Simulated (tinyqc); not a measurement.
Koster-Slater impurity in an sp3s* host: one step. A first estimate from the table. Two cases, with inputs chosen for the exercise.

Task: A defect that shifts the s level of its anion site by V has a level where the host Green function G_s(E) equals 1/V; E is counted from the top of the valence band. Find it by linear interpolation between the two rows that bracket it.

Give: 1/V; estimated level.

Case 1.

Values chosen (out of a larger set: near a published set for Si; not measured data): V = -6.3 eV (shift of the s level).

G(E) (1/eV):
```
E (eV)           G_s         G_p
0.000000  -0.0681503   0.1018382
0.152074  -0.0807939   0.0653687
0.304149  -0.0952892   0.0375793
0.456223  -0.1123350   0.0128049
0.608298  -0.1330114  -0.0115034
0.760372  -0.1591429  -0.0374456
0.912447  -0.1942065  -0.0679088
1.064521  -0.2462291  -0.1088918
1.216596  -0.3420941  -0.1802786
```

Result:

1/V = -0.15873 1/eV
estimated level = 0.758 eV

Case 2.

Values chosen (out of a larger set: near a published set for Ge; not measured data): V = -1.8 eV (shift of the s level).

G(E) (1/eV):
```
E (eV)           G_s         G_p
0.000000  -0.1420641   0.0176583
0.096507  -0.1639385  -0.0095045
0.193015  -0.1902335  -0.0333695
0.289522  -0.2227263  -0.0575823
0.386029  -0.2643262  -0.0843358
0.482537  -0.3202364  -0.1162770
0.579044  -0.4010577  -0.1581323
0.675551  -0.5337620  -0.2214122
0.772059  -0.8378919  -0.3546387
```

Result:

1/V = -0.55556 1/eV
estimated level = 0.682 eV

Computed by tinyqc, one run a case: `OMP_NUM_THREADS=1 python tinyqc.py N N+1 out.jsonl` with N = 1452507, 1452678; one thread of a shared Intel(R) Xeon(R) Processor @ 2.30GHz, about 0.05 s a run at most.
